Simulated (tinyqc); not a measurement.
Contact radius against thickness: four-point probe, van der Pauw, Hall and spreading-resistance readings of a semiconductor layer. Computed by tinyqc, a small Python program. Command: `OMP_NUM_THREADS=1 python tinyqc.py 3111348 3111349 out.jsonl probe walk`. One thread of a shared host (Intel(R) Xeon(R) Processor @ 2.30GHz), about 0.01 s of CPU time with the checks.

The layer is uniform and ohmic; contacts are points unless a radius is given.

Inputs (values chosen for the exercise, modelled on n-type silicon): carrier density n = 4.9e+15 1/cm^3; drift mobility mu = 1250 cm^2/(V s); layer thickness t = 280 micrometre.

Backing of the layer: conducting.

Constants: e = 1.602176634e-19 C.

Method:
- rho = 1/(e n mu); R_s = rho/t.
- Flat disc contact with the current density of a half-space: R = (rho/(4 a)) c, c = (4/pi) int_0^infinity K(x t/a) sin(x) J1(x)/x^2 dx for a conducting backing, K = tanh, with the voltage averaged over the disc; c tends to 1 for t >> a.
- Compared with (2/pi) arctan(2 t/a) and with the column value 4 t/(pi a).

resistivity rho = 1.01902 ohm cm

At the given t:
```
t/a         c  arctan form  column form     R (ohm)
0.1   0.10891      0.12567   1.2732e-01  9.9091e-02
0.2   0.20149      0.24224   2.5465e-01  3.6665e-01
0.5   0.41490      0.50000   6.3662e-01  1.8875e+00
1.0   0.62068      0.70483   1.2732e+00  5.6472e+00
2.0   0.78894      0.84404   2.5465e+00  1.4356e+01
5.0   0.91241      0.93655   6.3662e+00  4.1507e+01
10.0  0.95596      0.96820   1.2732e+01  8.6977e+01
30.0  0.98529      0.98939   3.8197e+01  2.6894e+02
```

What does the comparison show, and why?

The arctan form misses c by at most about 21 % over these rows; the column form is off by +17 % at t/a = 0.1 and by +105 % at t/a = 1, where the current spreads beyond the disc.
